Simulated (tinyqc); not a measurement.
# Which input was changed?

Model: donor in an ellipsoidal valley (Kohn-Luttinger variational method). Computed by tinyqc, a small Python program. Command: `OMP_NUM_THREADS=1 python tinyqc.py 3006137 3006138 out.jsonl kohnlutt which`. One thread of a shared host (Intel(R) Xeon(R) Processor @ 2.30GHz), about 0.4 s of CPU time with the checks.

H = -(d^2/dx^2 + d^2/dy^2) - gamma d^2/dz^2 - 2/r in units built on m_t, with gamma = m_t/m_l and z along the valley axis. One valley; no valley-orbit or central-cell term.

Inputs (values chosen for the exercise, modelled on diamond): transverse mass m_t = 0.344 m_0; longitudinal mass m_l = 1.48 m_0; dielectric constant eps = 5.62.

Constants: Ry = 13.605693123 eV; a_0 = 0.529177210903 angstrom.

Method:
- Ry* = Ry m_t/eps^2, a* = a_0 eps/m_t, gamma = m_t/m_l.
- Trial function exp(-sqrt((x^2 + y^2)/a^2 + z^2/b^2)) with beta = b/a < 1: E = t/a^2 - u/a, t = (2 + gamma/beta^2)/3, u = 2 arcsin(sqrt(1 - beta^2))/sqrt(1 - beta^2); the best a is 2 t/u and E(beta) = -u^2/(4 t).
- Golden-section search on beta from 0.05 to 0.999, 60 steps.
- Gaussian basis: g = P exp(-al (x^2 + y^2) - be z^2) with P = 1 (s-like), z (2p0) or x (2p+-); al = 0.004 x 2.6^k, k = 0..11, and be/al = 1, gamma^(-1/2) or 1/gamma (36 functions); 1/r = (2/sqrt(pi)) int exp(-t^2 r^2) dt by 48 Gauss-Legendre points after t = sqrt(al_i + al_j) tan(theta); overlap eigenvalues below 1e-10 are dropped.

Task: One of these inputs alone was changed, within the range given: transverse mass m_t (0.172 to 0.688); longitudinal mass m_l (0.74 to 2.96); dielectric constant eps (2.81 to 11.24). Which one, and to what value?

Results:
```
run     2p0 binding energy (meV)  radius a of the 1s trial function (angstrom)  2p+- binding energy (meV)
before                  81.03876                                      6.584359                   46.90734
after                   76.44688                                      6.715791                   46.17018
```

Result:

Each candidate set to reproduce 2p0 binding energy, and what it then gives:
```
candidate                    range searched  value needed  radius a of the 1s trial function (angstrom)  2p+- binding energy (meV)
transverse mass m_t (m_0)    0.172 to 0.688        0.3083                                        7.2213                     42.615
longitudinal mass m_l (m_0)    0.74 to 2.96         1.310                                        6.7158                     46.170
dielectric constant eps       2.81 to 11.24         5.786                                        6.7792                     44.249
```

Only longitudinal mass m_l fits every result: it went from 1.48 to 1.31 m_0. The next best candidate, dielectric constant eps, misses one result by 4.2 %.

Caution: a* is only a few bond lengths, so central-cell and valley-orbit terms are large. Caution: the short radius is only a few bond lengths, so the envelope approximation is rough.
